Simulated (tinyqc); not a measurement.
Screening unbinds the donor: static screening by free carriers.

kF = (3 pi^2 n/Mv)^(1/3), EF = c kF^2/m with c = hbar^2/2m0, n in 1/angstrom^3 (1e-24 per 1/cm^3), e2 = e^2/(4 pi eps0). Thomas-Fermi: qTF^2 = 6 pi e2 n/(eps EF). Debye: qD^2 = 4 pi e2 n/(eps kB T).

F_j(eta) = (1/Gamma(j + 1)) integral_0^infinity x^j dx/(1 + exp(x - eta)), which tends to exp(eta) for eta << 0.

At finite T: qs^2 = qD^2 F_-1/2(eta)/F_1/2(eta), where n = Mv N F_1/2(eta) and N = 2 (m kB T/(4 pi c))^(3/2) with c = hbar^2/2m0, in 1/angstrom^3; times 1e24 for 1/cm^3.

Donor in the screened potential -(e2/eps) exp(-qs r)/r with the trial function exp(-r/a): E(a) = c/(m a^2) - (e2/eps) 4/(a (2 + qs a)^2), e2 = e^2/(4 pi eps0), c = hbar^2/2m0; isotropic mass.

Constants: hbar^2/2m0 = 3.80998211 eV angstrom^2; e^2/(4 pi eps0) = 14.39964547 eV angstrom; kB = 8.617333262e-05 eV/K; a0 (Bohr radius) = 0.5291772105 angstrom.

Values chosen for the exercise (near those of GaN; shifted at random, so the results belong to these values and not to a real crystal):
- m = 0.199 m0 (mass of one isotropic valley)
- Mv = 1 (valleys)
- eps = 9.49 (background dielectric constant)
- T = 77 K

All carriers n are taken as free and screen with qs(T); E(a) is minimised over a; a dash marks no bound state. aB = a0 eps/m.

Donor level:
```
n (1/cm^3)  n^(1/3) aB  qs aB  E (meV)   a/aB
5.0e+14          0.020  0.030   -28.29  1.001
4.0e+15          0.040  0.085   -25.24  1.005
2.0e+16          0.069  0.189   -20.14  1.022
6.0e+16          0.099  0.320   -14.71  1.060
2.0e+17          0.148  0.543    -7.63  1.172
4.0e+17          0.186  0.706    -3.95  1.310
1.0e+18          0.252  0.929    -0.64  1.705
3.0e+18          0.364  1.180        -      -
```

aB = 25.2 angstrom

What does the comparison show?

The level rises from -28.29 meV at the lowest density to -0.64 meV at 1e+18 1/cm^3, against -30.06 meV unscreened. The trial function finds no bound state from 3e+18 1/cm^3 on, where qs aB = 1.18 and n^(1/3) aB = 0.36. This trial function loses binding at qs aB = 1 and the exact Yukawa problem at 1.19; the Mott rule of thumb is n^(1/3) aB = 0.26.

Computed by tinyqc, a small Python program: `OMP_NUM_THREADS=1 python tinyqc.py 1650015 1650016 out.jsonl` (the numbers bound the seed that draws the inputs); one thread of a shared host (Intel(R) Xeon(R) Processor @ 2.30GHz), about 0.01 s for the whole set of steps.
